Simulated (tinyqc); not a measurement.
## Conversion gain and read noise from the photon-transfer curve

Inverse problem. Temporal variance = CG x mean output + vn^2 (dark signal removed), CG = q As/Cf. Find CG, vn, the read noise in electrons and Cf.

Parameters, values chosen for the exercise:
- As = 0.87 (source-follower gain)

Constants: q = 1.602176634e-19 C. Results are converted to the units shown.

temporal variance at mean outputs of 110 and 680 mV (mV^2): [9.640618992, 59.29808104]

Solution. Poisson statistics make the slope equal to CG; the intercept is vn^2.

CG = 87.1 uV/electron
vn = 240 uV
read noise = 2.75 electrons
Cf = 1.60 fF

Computed by the program tinyqc: `OMP_NUM_THREADS=1 python tinyqc.py 2630136 2630137 out.jsonl`, one thread of a shared Intel Xeon 2.30GHz, about 0.01 s for the whole run.
